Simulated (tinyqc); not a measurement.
Valley-orbit splitting of a donor ground state, with strain: one step, computed by the program tinyqc.

The basis is the 1s envelope in each valley; energies are counted from the unstrained conduction-band edge. The strain is e_s (a a^T - 1/3) for the unit stress axis a, so valley j along n_j moves by Xi_u e_s w_j with w_j = (n_j.a)^2 - 1/3: -1/3 for x and y, +2/3 for z.

Task: Levels and ground state under strain. Diagonalise H; the ground vector has positive components. The density at the nucleus, and so the contact hyperfine coupling, scales as (sum_j c_j)^2/(number of valleys), which is 1 without strain; the envelopes are held fixed.

Valleys: six along <100>. Stress axis: [001].

H (meV), lower triangle (symmetric):
```
           +x         -x         +y         -y         +z         -z
+x  -31.57687
-x   -2.72000  -31.57687
+y   -3.36000   -3.36000  -31.57687
-y   -3.36000   -3.36000   -2.72000  -31.57687
+z   -3.36000   -3.36000   -3.36000   -3.36000  -30.96827
-z   -3.36000   -3.36000   -3.36000   -3.36000   -2.72000  -30.96827
```

Give: levels; valley amplitudes of the ground state; hyperfine ratio A/A_0.

Result:

levels (meV): -47.54  -28.86  -28.86  -28.25  -27.58  -27.17

valley amplitudes of the ground state: +x 0.4123, -x 0.4123, +y 0.4123, -y 0.4123, +z 0.4001, -z 0.4001

hyperfine ratio A/A_0 = 0.9998
